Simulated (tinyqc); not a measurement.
Undoped symmetric double-gate MOSFET, analytic potential model: two steps of the calculation.

An undoped body of thickness ts between two equal insulators and tied gates; long channel, electrons only, n = ni exp((psi - V)/Vt) with V the quasi-Fermi potential (0 at the source, Vd at the drain), constant mobility, no quantisation. Across the body psi(x) = V - 2 Vt ln[(ts/(2 beta)) sqrt(q ni/(2 eps0 eps_r Vt)) cos(2 beta x/ts)], x from the centre. Q is the electron charge per area of the whole body.

Parameters, values chosen for the exercise; material values close to those of silicon: temperature T = 400 K; relative permittivity of the semiconductor eps_r = 11.6; body thickness ts = 5 nm; gate voltage Vg = 0.33 V.

Constants: q = 1.602176634e-19 C, kB = 1.380649e-23 J/K, Vt = kB T/q, eps0 = 8.8541878128e-14 F/cm where lengths are in cm. Results are converted to the units shown.

Task 1. beta at the source by Newton steps. With V = 0: f = ln(beta) - ln(cos beta) + 2 r beta tan(beta) - (Vg - V0)/(2 Vt); f' = 1/beta + tan(beta) + 2 r [tan(beta) + beta/cos^2(beta)]; beta(new) = beta - f/f'.

beta at the start = 1.4
r = 0.77832258
V0 = 0.51822653 V

Wanted: f; f'; beta after iteration 1.

Result 1.

f = 17.47
f' = 90.97
beta after iteration 1 = 1.208

Task 2. Potential and electron density across the body at the source. psi(x) as above with V = 0 and beta = beta_s; n = ni exp(psi/Vt).

x/ts, point 0 to 6: [0, 0.1, 0.2, 0.3, 0.4, 0.45, 0.5]
beta_s = 0.064638108
ni = 2.7932300e12 cm^-3

Give: psi; n.

Result 2.

psi, point 0 to 6 (V): [0.3194, 0.3194, 0.3194, 0.3195, 0.3195, 0.3195, 0.3196]
n, point 0 to 6 (cm^-3): [2.954e16, 2.955e16, 2.956e16, 2.959e16, 2.962e16, 2.964e16, 2.967e16]

The density at the surface is 1.00 times that at the centre (1/cos^2 beta).

Computed by the program tinyqc: `OMP_NUM_THREADS=1 python tinyqc.py 2440006 2440007 out.jsonl`, one thread of a shared Intel Xeon 2.30GHz, about 0.01 s for the whole run.
